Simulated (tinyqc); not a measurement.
Worked calculation: MP2 on RHF in the 6-31g basis, for H3+, spin multiplicity 1. One step of it, computed by the program tinyqc.

Question. Integrals over molecular orbitals. (pq|rs) = sum C_ip C_jq C_kr C_ls (ij|kl), one index at a time.

coefficients C, order 1H 1s, 1H 2s, 2H 1s, 2H 2s, 3H 1s, 3H 2s:
```
[[0.370926, -0.005245, 0.260587, -0.700281, 0.003277, -1.171360],
 [0.349225, -0.007239, 2.410690, 1.539214, -0.014849, 2.143481],
 [0.237122, -0.312997, -0.048767, -0.663014, 0.858649, 0.729443],
 [0.068582, -0.601349, -1.629404, -0.037821, -1.051100, -1.265944],
 [0.231824, 0.319038, -0.044149, -0.617358, -0.935303, 0.665530],
 [0.069941, 0.623823, -1.572132, -0.088988, 1.121220, -1.185136]]
```

core Hamiltonian H = T + V (hartree), order 1H 1s, 1H 2s, 2H 1s, 2H 2s, 3H 1s, 3H 2s:
```
[[-1.447738, -1.245975, -0.759832, -0.910494, -0.726098, -0.894121],
 [-1.245975, -1.380549, -0.835358, -1.104934, -0.817000, -1.092844],
 [-0.759832, -0.835358, -1.170076, -1.072520, -0.093402, -0.357599],
 [-0.910494, -1.104934, -1.072520, -1.199959, -0.355279, -0.657544],
 [-0.726098, -0.817000, -0.093402, -0.355279, -1.155926, -1.064625],
 [-0.894121, -1.092844, -0.357599, -0.657544, -1.064625, -1.194244]]
```

Two-electron integrals (ij|kl) in chemists' order, unique and non-zero (hartree):
```
(11|11) 1.076566   (21|11) 0.578470   (21|21) 0.329423   (22|11) 0.587396
(22|21) 0.361304   (22|22) 0.453150   (31|11) 0.292193   (31|21) 0.168296
(31|22) 0.186945   (31|31) 0.111299   (32|11) 0.289314   (32|21) 0.177830
(32|22) 0.220002   (32|31) 0.125106   (32|32) 0.159747   (33|11) 0.583058
(33|21) 0.367293   (33|22) 0.469570   (33|31) 0.292193   (33|32) 0.395921
(33|33) 1.076566   (41|11) 0.395921   (41|21) 0.226542   (41|22) 0.250343
(41|31) 0.125106   (41|32) 0.135499   (41|33) 0.289314   (41|41) 0.159747
(42|11) 0.443820   (42|21) 0.275030   (42|22) 0.350768   (42|31) 0.158894
(42|32) 0.197940   (42|33) 0.443820   (42|41) 0.197940   (42|42) 0.291862
(43|11) 0.367293   (43|21) 0.230303   (43|22) 0.296386   (43|31) 0.168296
(43|32) 0.226542   (43|33) 0.578470   (43|41) 0.177830   (43|42) 0.275030
(43|43) 0.329423   (44|11) 0.469570   (44|21) 0.296386   (44|22) 0.394622
(44|31) 0.186945   (44|32) 0.250343   (44|33) 0.587396   (44|41) 0.220002
(44|42) 0.350768   (44|43) 0.361304   (44|44) 0.453150   (51|11) 0.275547
(51|21) 0.159037   (51|22) 0.177226   (51|31) 0.066908   (51|32) 0.069177
(51|33) 0.135429   (51|41) 0.102549   (51|42) 0.123083   (51|43) 0.088201
(51|44) 0.124444   (51|51) 0.100374   (52|11) 0.280331   (52|21) 0.172707
(52|22) 0.214638   (52|31) 0.071040   (52|32) 0.077875   (52|33) 0.154326
(52|41) 0.110427   (52|42) 0.145551   (52|43) 0.101071   (52|44) 0.147568
(52|51) 0.116416   (52|52) 0.153989   (53|11) 0.023038   (53|21) 0.013048
(53|22) 0.014082   (53|31) 0.006856   (53|32) 0.007176   (53|33) 0.014880
(53|41) 0.009053   (53|42) 0.010836   (53|43) 0.009262   (53|44) 0.011713
(53|51) 0.006557   (53|52) 0.007065   (53|53) 0.000562   (54|11) 0.114717
(54|21) 0.069456   (54|22) 0.083623   (54|31) 0.029730   (54|32) 0.032256
(54|33) 0.064080   (54|41) 0.045080   (54|42) 0.058191   (54|43) 0.041742
(54|44) 0.059641   (54|51) 0.044520   (54|52) 0.056259   (54|53) 0.002893
(54|54) 0.021112   (55|11) 0.571254   (55|21) 0.361000   (55|22) 0.464809
(55|31) 0.141135   (55|32) 0.156734   (55|33) 0.310318   (55|41) 0.226162
(55|42) 0.305098   (55|43) 0.204126   (55|44) 0.304747   (55|51) 0.275547
(55|52) 0.388378   (55|53) 0.014880   (55|54) 0.137067   (55|55) 1.076566
(61|11) 0.388378   (61|21) 0.222279   (61|22) 0.245726   (61|31) 0.106416
(61|32) 0.111470   (61|33) 0.225304   (61|41) 0.149677   (61|42) 0.181253
(61|43) 0.143434   (61|44) 0.191026   (61|51) 0.116416   (61|52) 0.129684
(61|53) 0.008917   (61|54) 0.051309   (61|55) 0.280331   (61|61) 0.153989
(62|11) 0.437585   (62|21) 0.271263   (62|22) 0.346247   (62|31) 0.128003
(62|32) 0.147073   (62|33) 0.303544   (62|41) 0.182141   (62|42) 0.252941
(62|43) 0.195208   (62|44) 0.272625   (62|51) 0.149372   (62|52) 0.191992
(62|53) 0.010746   (62|54) 0.072486   (62|55) 0.437585   (62|61) 0.191992
(62|62) 0.285416   (63|11) 0.116302   (63|21) 0.070231   (63|22) 0.084150
(63|31) 0.046940   (63|32) 0.057263   (63|33) 0.137067   (63|41) 0.052624
(63|42) 0.073352   (63|43) 0.079441   (63|44) 0.089611   (63|51) 0.028512
(63|52) 0.031763   (63|53) 0.002893   (63|54) 0.013183   (63|55) 0.064080
(63|61) 0.044744   (63|62) 0.057828   (63|63) 0.021112   (64|11) 0.249726
(64|21) 0.153954   (64|22) 0.194074   (64|31) 0.080676   (64|32) 0.095723
(64|33) 0.205298   (64|41) 0.107185   (64|42) 0.151582   (64|43) 0.129449
(64|44) 0.171928   (64|51) 0.076919   (64|52) 0.094131   (64|53) 0.006202
(64|54) 0.036853   (64|55) 0.205298   (64|61) 0.105413   (64|62) 0.150170
(64|63) 0.036853   (64|64) 0.084931   (65|11) 0.361000   (65|21) 0.226939
(65|22) 0.293690   (65|31) 0.091976   (65|32) 0.102659   (65|33) 0.204126
(65|41) 0.144236   (65|42) 0.196299   (65|43) 0.134069   (65|44) 0.198752
(65|51) 0.159037   (65|52) 0.222279   (65|53) 0.009262   (65|54) 0.079441
(65|55) 0.578470   (65|61) 0.172707   (65|62) 0.271263   (65|63) 0.041742
(65|64) 0.129449   (65|65) 0.329423   (66|11) 0.464809   (66|21) 0.293690
(66|22) 0.392030   (66|31) 0.130075   (66|32) 0.149960   (66|33) 0.304747
(66|41) 0.192934   (66|42) 0.274501   (66|43) 0.198752   (66|44) 0.289483
(66|51) 0.177226   (66|52) 0.245726   (66|53) 0.011713   (66|54) 0.089611
(66|55) 0.587396   (66|61) 0.214638   (66|62) 0.346247   (66|63) 0.059641
(66|64) 0.171928   (66|65) 0.361304   (66|66) 0.453150
```

Give: one-electron integrals over orbitals h = C^T H C; Two-electron integrals over orbitals.

Answer.

one-electron integrals over orbitals h = C^T H C (hartree):
```
[[-1.6671, 0.0039, -0.0835, 0.1040, -0.0006, 0.0714],
 [0.0039, -1.1704, -0.0023, -0.0068, 0.1820, 0.0039],
 [-0.0835, -0.0023, -0.7466, -0.0092, -0.0041, 0.2170],
 [0.1040, -0.0068, -0.0092, -0.3786, 0.0021, -0.0348],
 [-0.0006, 0.1820, -0.0041, 0.0021, -0.2191, -0.0001],
 [0.0714, 0.0039, 0.2170, -0.0348, -0.0001, -0.1408]]
```

Two-electron integrals over orbitals (pq|rs), unique and non-zero (hartree):
```
(11|11) 0.6111      (21|11) -0.0039     (21|21) 0.1215      (22|11) 0.4674
(22|21) 0.0035      (22|22) 0.4565      (31|11) 0.0835      (31|21) 0.0005
(31|22) 1.59e-04    (31|31) 0.0580      (32|11) 0.0014      (32|21) -0.0723
(32|22) -0.0027     (32|31) -0.0011     (32|32) 0.0748      (33|11) 0.3915
(33|21) -0.0026     (33|22) 0.3601      (33|31) 0.0190      (33|32) 0.0024
(33|33) 0.3372      (41|11) -0.1040     (41|21) 0.0033      (41|22) -0.0740
(41|31) -0.0141     (41|32) -0.0009     (41|33) -0.0386     (41|41) 0.0624
(42|11) 0.0051      (42|21) -0.0499     (42|22) 0.0009      (42|31) 4.59e-04
(42|32) 0.0226      (42|33) 0.0016      (42|41) -0.0034     (42|42) 0.0405
(43|11) -0.0025     (43|21) 0.0010      (43|22) 0.0106      (43|31) -0.0023
(43|32) -0.0012     (43|33) 0.0013      (43|41) 0.0097      (43|42) 3.20e-04
(43|43) 0.0207      (44|11) 0.4728      (44|21) -0.0068     (44|22) 0.3962
(44|31) 0.0474      (44|32) 0.0036      (44|33) 0.3373      (44|41) -0.0544
(44|42) 0.0052      (44|43) 0.0147      (44|44) 0.4168      (51|11) 0.0006
(51|21) -0.0695     (51|22) -0.0042     (51|31) 3.25e-04    (51|32) 0.0271
(51|33) 1.93e-04    (51|41) -0.0014     (51|42) 0.0467      (51|43) -1.38e-04
(51|44) 0.0028      (51|51) 0.0591      (52|11) -0.1257     (52|21) -0.0039
(52|22) -0.1084     (52|31) -0.0067     (52|32) 0.0015      (52|33) -0.0408
(52|41) 0.0577      (52|42) 0.0011      (52|43) -0.0100     (52|44) -0.0881
(52|51) 0.0055      (52|52) 0.0888      (53|11) 0.0022      (53|21) -0.0127
(53|22) 0.0006      (53|31) 3.33e-04    (53|32) 0.0283      (53|33) 0.0019
(53|41) -1.32e-04   (53|42) -0.0100     (53|43) -0.0009     (53|44) 0.0022
(53|51) -0.0097     (53|52) -0.0019     (53|53) 0.0304      (54|11) -0.0017
(54|21) 0.1014      (54|22) 0.0038      (54|31) 0.0009      (54|32) -0.0600
(54|33) -0.0018     (54|41) 0.0028      (54|42) -0.0471     (54|43) 0.0010
(54|44) -0.0047     (54|51) -0.0636     (54|52) -0.0045     (54|53) -0.0079
(54|54) 0.0957      (55|11) 0.4413      (55|21) 0.0118      (55|22) 0.4326
(55|31) 2.38e-05    (55|32) -0.0076     (55|33) 0.3379      (55|41) -0.0783
(55|42) -0.0035     (55|43) 0.0108      (55|44) 0.3842      (55|51) -0.0103
(55|52) -0.1147     (55|53) -5.18e-05   (55|54) 0.0120      (55|55) 0.4338
(61|11) -0.0714     (61|21) -0.0019     (61|22) 0.0284      (61|31) -0.0631
(61|32) 0.0018      (61|33) -0.0216     (61|41) 0.0176      (61|42) 0.0013
(61|43) 0.0267      (61|44) -0.0191     (61|51) 3.21e-04    (61|52) -0.0236
(61|53) -4.74e-04   (61|54) -0.0018     (61|55) 0.0350      (61|61) 0.1104
(62|11) -0.0029     (62|21) 0.0791      (62|22) 4.46e-04    (62|31) 0.0014
(62|32) -0.0414     (62|33) -0.0016     (62|41) 0.0030      (62|42) -0.0462
(62|43) -0.0005     (62|44) -0.0051     (62|51) -0.0576     (62|52) -0.0024
(62|53) 0.0103      (62|54) 0.0729      (62|55) 0.0067      (62|61) -0.0038
(62|62) 0.0703      (63|11) -0.1401     (63|21) 0.0017      (63|22) -0.0744
(63|31) -0.0394     (63|32) -1.59e-05   (63|33) -0.0496     (63|41) 0.0494
(63|42) -0.0026     (63|43) 0.0065      (63|44) -0.0832     (63|51) -0.0009
(63|52) 0.0496      (63|53) -4.99e-05   (63|54) 0.0009      (63|55) -0.0667
(63|61) 0.0445      (63|62) 0.0017      (63|63) 0.0667      (64|11) 0.0262
(64|21) 0.0047      (64|22) -0.0455     (64|31) 0.0504      (64|32) -0.0038
(64|33) 0.0024      (64|41) 0.0084      (64|42) -0.0028     (64|43) -0.0111
(64|44) 0.0082      (64|51) -0.0017     (64|52) 0.0361      (64|53) -2.29e-04
(64|54) 0.0047      (64|55) -0.0549     (64|61) -0.0796     (64|62) 0.0056
(64|63) -0.0201     (64|64) 0.0757      (65|11) 2.31e-04    (65|21) -0.1019
(65|22) -0.0048     (65|31) -0.0014     (65|32) 0.0704      (65|33) 0.0013
(65|41) -0.0016     (65|42) 0.0549      (65|43) -4.45e-04   (65|44) 0.0045
(65|51) 0.0676      (65|52) 0.0053      (65|53) 0.0098      (65|54) -0.0968
(65|55) -0.0135     (65|61) 0.0033      (65|62) -0.0779     (65|63) -2.13e-05
(65|64) -0.0056     (65|65) 0.1100      (66|11) 0.5984      (66|21) -0.0090
(66|22) 0.4613      (66|31) 0.0823      (66|32) 0.0048      (66|33) 0.3923
(66|41) -0.1265     (66|42) 0.0080      (66|43) -0.0085     (66|44) 0.4666
(66|51) 0.0037      (66|52) -0.1314     (66|53) 0.0027      (66|54) -0.0068
(66|55) 0.4468      (66|61) -0.0847     (66|62) -0.0069     (66|63) -0.1520
(66|64) 0.0304      (66|65) 0.0055      (66|66) 0.6336
```
